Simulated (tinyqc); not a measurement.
Inputs raised by 5 %, one at a time: Holstein polaron on two sites. Computed by tinyqc, a small Python program. Command: `OMP_NUM_THREADS=1 python tinyqc.py 3021048 3021049 out.jsonl holstein sens`. One thread of a shared host (Intel(R) Xeon(R) Processor @ 2.30GHz), about 0.02 s of CPU time with the checks.

One electron on sites 1 and 2: H = -t (c1+ c2 + c2+ c1) + hbar omega sum_i b_i+ b_i - g hbar omega sum_i n_i (b_i + b_i+). The symmetric phonon shifts the energy by -g^2 hbar omega/2 and drops out; with b = (b_1 - b_2)/sqrt(2) there remains H = -t sigma_x + hbar omega b+ b - (g hbar omega/sqrt(2)) sigma_z (b + b+). Parity splits it into blocks p = +1 and -1 over phonon numbers n. Zero-point energies are left out. Weights Z refer to mode b alone; the displaced symmetric mode multiplies the full zero-phonon weight by exp(-g^2/2).

Inputs (values chosen for the exercise, for a model dimer): hopping t = 17 meV; phonon energy hbar omega = 88.7 meV; coupling g = 0.358.

Method. Block p: H_nn = n hbar omega - p t (-1)^n - g^2 hbar omega/2, H_(n,n+1) = -(g hbar omega/sqrt(2)) sqrt(n + 1). Use 60 levels in both blocks; Z = c_0^2 is the weight of n = 0 in the ground state c; the splitting is the lowest odd level less the lowest even one, which without coupling is the smaller of 2t and hbar omega; <sigma_x> = sum (-1)^n c_n^2 measures the kinetic energy.

Runs:

| input moved | from | to | ground-state energy (meV) | weight Z of n = 0 in mode b | splitting (meV) | mean phonon number in b |
|---|---|---|---|---|---|---|
| base run | - | - | -26.846 | 0.96573 | 29.440 | 0.035378 |
| hopping t (meV) | 17 | 17.85 | -27.640 | 0.96661 | 30.858 | 0.034469 |
| phonon energy hbar omega (meV) | 88.7 | 93.135 | -27.395 | 0.96486 | 29.487 | 0.036277 |
| coupling g | 0.358 | 0.3759 | -27.861 | 0.96214 | 29.025 | 0.039218 |

Exponents ln(y'/y) / ln(x'/x):

| input | ground-state energy | weight Z of n = 0 in mode b | splitting | mean phonon number in b |
|---|---|---|---|---|
| hopping t | 0.598 | 0.019 | 0.964 | -0.534 |
| phonon energy hbar omega | 0.415 | -0.018 | 0.032 | 0.514 |
| coupling g | 0.761 | -0.076 | -0.291 | 2.112 |

Which inputs matter most for each result?

Among the inputs moved here: ground-state energy answers most in size to coupling g (exponent +0.761), next to hopping t (+0.598). weight Z of n = 0 in mode b answers most in size to coupling g (exponent -0.076), next to hopping t (+0.019). Splitting answers most in size to hopping t (exponent +0.964), next to coupling g (-0.291). Its exponent +0.964 in hopping t: the ratio splitting/(2t) hardly changes with t near this point. Mean phonon number in b answers most in size to coupling g (exponent +2.112), next to hopping t (-0.534).

Extremes, crossings and ranges named in words are read from the listed rows.
